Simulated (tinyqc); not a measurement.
# Strained alloy layer of InAs and AlAs on (001) InP, model-solid band line-up, step by step

Computed by the program tinyqc: `OMP_NUM_THREADS=1 python tinyqc.py 2690075 2690076 out.jsonl`, one thread of a shared Intel Xeon 2.30GHz, about 0.01 s for the whole run. Printed values are rounded.

The layer is x parts of the first compound and 1 - x of the second, grown coherently on the third as substrate and barrier. Rows of the table: lattice constant a, average valence level Ea on an absolute scale, spin-orbit splitting so, gaps at Gamma, X and L, hydrostatic deformation potentials av and ac (Gamma), shear potential b, elastic constants, electron and heavy-hole (along z) masses. All are interpolated linearly in x; gaps get -C x (1 - x), taken wholly in the conduction band; real line-ups can differ from this model by 0.1 eV or more.

Parameters, values chosen for the exercise: fraction of the first compound in the layer x = 0.5; bowing of the Gamma gap CG = 0.7 eV; bowing of the X gap CX = 0 eV; bowing of the L gap CL = 0 eV.

## Relaxed alloy and strain

Binary compounds, values chosen for the exercise:
```
              close to InAs  close to AlAs  close to InP
a (angstrom)          6.058          5.661         5.869
Ea (eV)               -6.67          -7.49         -7.04
so (eV)               0.376          0.276         0.109
EG (eV)               0.356              3          1.35
EX (eV)                1.38           2.17           2.2
EL (eV)                1.06           2.35           1.9
av (eV)                1.01            2.5          1.29
ac (eV)                -5.1          -5.64         -5.03
b (eV)                -1.79          -1.52         -1.72
c11 (GPa)              82.5            126           100
c12 (GPa)              45.5           53.2          56.4
me (m0)              0.0228          0.149        0.0809
mh (m0)               0.334          0.469         0.525
```

In-plane strain e = (a_substrate - a)/a, e_z = -2 (c12/c11) e, volume change 2 e + e_z.

a = 5.859500 angstrom
Gamma gap = 1.503 eV
X gap = 1.775 eV
L gap = 1.705 eV
e = 0.1621299 %
e_z = -0.1534985 %
volume change = 0.1707612 %

The relaxed alloy has its lowest gap at Gamma (direct). The layer is under tensile in-plane strain.

## Band edges and offsets

In-plane strain e = (a_substrate - a)/a, e_z = -2 (c12/c11) e, volume change 2 e + e_z. With v = 2 e + e_z and d = 2 b (e_z - e): Eav = Ea + av v; E_hh = Eav + so/3 - d/2; E_lh = Eav - so/6 + d/4 + sqrt(so^2 + so d + 9 d^2/4)/2; E_c = Ea + so/3 + EG + ac v (Gamma). Substrate: E_v = Ea + so/3, E_c = E_v + EG. Well depths: dEc = E_c(substrate) - E_c, dEhh = E_hh - E_v(substrate), dElh likewise; strained Gamma gap E_c - max(E_hh, E_lh); positive values confine carriers in the layer.

d = 0.01044730 eV
E_hh = -6.973560 eV
E_lh = -6.962948 eV
E_c = -5.477503 eV
strained Gamma gap = 1.485445 eV
dEc = -0.1761635 eV
dEhh = 0.03010654 eV
dElh = 0.04071852 eV

The light-hole band lies on top, by 10.6 meV. At Gamma the line-up is type II, holes in the layer and electrons outside.

## Critical thickness

In-plane strain e = (a_substrate - a)/a. Matthews-Blakeslee for 60-degree dislocations in a single layer: hc = k (ln(hc/bv) + 1), k = bv (1 - nu/4)/(4 pi |e| (1 + nu)), nu = c12/(c11 + c12), bv = a/sqrt(2); the larger root.

nu = 0.3212891
bv = 0.4143292 nm
hc = 90.38174 nm

The layer, Lw = 8.2 nm, is thinner than hc, so it stays coherent by this criterion.
